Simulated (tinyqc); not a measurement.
## Capacitances against the line height

Endless row of lines of width wl, height tl and space sl between grounded planes at distance hd; e2 fills the gaps beside the lines, e1 the rest. Laplace's equation is solved on meshes of 3, 6 and 12 steps per unit u and extrapolated (Aitken), which is good to about 0.2 %. C_even (all lines at 1 V) is the capacitance Cg to the planes; C_odd (neighbours in antiphase) = Cg + 4 Cc if only nearest neighbours couple, which defines Cc; total with quiet neighbours Cg + 2 Cc. Plate values 2 eps0 e1 wl/hd and eps0 e2 tl/sl.

Inputs (values chosen for the exercise):
```
symbol,value,unit,meaning
e1,3,,relative permittivity above and below the lines
e2,2.7,,relative permittivity between the lines
wl,6,u,"line width, in units u"
sl,6,u,space between lines
hd,8,u,distance to each plane
```

Constants: eps0 = 8.8541878128e-12 F/m. Results are converted to the units shown.

The same in every row: plate Cg (aF/um) = 39.8.

Result of one run:
columns A: tl (u); B: Cg (aF/um); C: Cc (aF/um); D: Cg + 2 Cc (aF/um); E: C_odd (aF/um); F: plate Cc (aF/um); G: share of coupling, 2 Cc/(Cg + 2 Cc) (%)
```
A     B     C    D    E     F     G
4  74.1  26.0  126  178  15.9  41.3
```

What becomes of these results when the line height tl is changed from 4 to 12 u, all else the same?

Result of the changed run:
columns A: tl (u); B: Cg (aF/um); C: Cc (aF/um); D: Cg + 2 Cc (aF/um); E: C_odd (aF/um); F: plate Cc (aF/um); G: share of coupling, 2 Cc/(Cg + 2 Cc) (%)
```
A      B     C    D    E     F     G
12  74.7  57.7  190  306  47.8  60.7
```

The whole series:
columns A: tl (u); B: Cg (aF/um); C: Cc (aF/um); D: Cg + 2 Cc (aF/um); E: C_odd (aF/um); F: plate Cc (aF/um); G: share of coupling, 2 Cc/(Cg + 2 Cc) (%)
```
A      B     C    D    E     F     G
2   72.9  18.3  109  146  7.97  33.4
4   74.1  26.0  126  178  15.9  41.3
6   74.5  33.9  142  210  23.9  47.6
8   74.6  41.8  158  242  31.9  52.8
12  74.7  57.7  190  306  47.8  60.7
16  74.7  73.7  222  369  63.8  66.4
```

As tl goes from 2 to 16, Cg rises from 72.9 to 74.7 aF/um, Cc rises from 18.3 to 73.7 aF/um and the share of coupling rises from 33.4 to 66.4 %. Cg is 1.83 times its plate value in the first row and 1.88 times in the last; for Cc the ratios are 2.29 and 1.16. Neighbours in antiphase raise the load by a factor of 1.33 and 1.66 over quiet ones.

Numbers from tinyqc (`OMP_NUM_THREADS=1 python tinyqc.py 2790157 2790158 out.jsonl`; about 1 s on one thread of a shared Intel Xeon 2.30GHz).
